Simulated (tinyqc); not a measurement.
MOS capacitor on a p-type substrate, surface potential from the exact charge relation: two steps of the calculation.

Uniform p-type substrate, Boltzmann statistics, full ionisation, classical densities. psi is the surface potential against the body (positive when the bands bend down) and u = psi/Vt. Traps are spread evenly over the gap and neutral at flat band, so their charge is -q Dit psi; the minority quasi-Fermi level is shifted by Vb.

Parameters, values chosen for the exercise; band and dielectric values close to those of silicon: temperature T = 400 K; band gap Eg = 1.13 eV; relative permittivity eps_r = 11.8; conduction-band density of states at T Nc = 4.28e19 cm^-3; valence-band density of states at T Nv = 4e19 cm^-3; electron affinity chi = 3.99 eV; acceptor density of the substrate N = 3.3e17 cm^-3; relative permittivity of the gate insulator (close to hafnium oxide) eox = 21.4; insulator thickness tox = 39 nm; gate work function phiM = 4.26 eV; fixed charge at the interface, in units of q Nf = -2.8e10 cm^-2; density of interface traps Dit = 0 cm^-2 eV^-1; reverse bias of the inversion layer against the body Vb = 0 V; gate voltage against the body Vg = 2.62 V.

Constants: q = 1.602176634e-19 C, kB = 1.380649e-23 J/K, Vt = kB T/q, eps0 = 8.8541878128e-14 F/cm where lengths are in cm. Results are converted to the units shown.

Question 1. Flat band, threshold and scales. ni = sqrt(Nc Nv) exp(-Eg/(2 Vt)), Eg in volts; phiF = Vt ln(N/ni); Cox = eps0 eox/tox; Vfb = phiM - chi - (Eg - Vt ln(Nv/N)) - q Nf/Cox; Q0 = sqrt(2 eps0 eps_r q N Vt); r = (ni/N)^2 exp(-Vb/Vt); VT = Vfb + [(2 phiF + Vb)(1 + q Dit/Cox) + sqrt(2 eps0 eps_r q N (2 phiF + Vb))/Cox].

Give: ni; phiF; Cox; Vfb; Q0; r; VT.

Answer 1.

ni = 3.148e12 cm^-3
phiF = 0.3985 V
Cox = 0.4858 uF/cm^2
Vfb = -0.6854 V
Q0 = 61.71 nC/cm^2
r = 9.101e-11
VT = 0.7223 V

Question 2. Newton step for the surface potential. u = psi/Vt; F^2 = exp(-u) + u - 1 + r (exp(u) - u - 1); Qs = -sign(u) Q0 F; Cs = -dQs/dpsi = (Q0/Vt) |1 - exp(-u) + r (exp(u) - 1)|/(2 F). f = Vfb + psi + (q Dit psi - Qs)/Cox - Vg, f' = 1 + (Cs + q Dit)/Cox, psi(new) = psi - f/f'.

psi at the start = 0.93480903 V
Cox = 0.48584518 uF/cm^2
Vfb = -0.68539834 V
Q0 = 61.710487 nC/cm^2
r = 9.1012807e-11

Find: u; F; Qs; Cs; f; f'; psi after iteration 1.

Answer 2.

u = 27.120
F = 8.9843
Qs = -554.43 nC/cm^2
Cs = 5.5395 uF/cm^2
f = -1.2294 V
f' = 12.402
psi after iteration 1 = 1.0339 V

Program tinyqc, `OMP_NUM_THREADS=1 python tinyqc.py 2060108 2060109 out.jsonl`; Intel Xeon 2.30GHz, shared host, one thread, about 0.01 s.
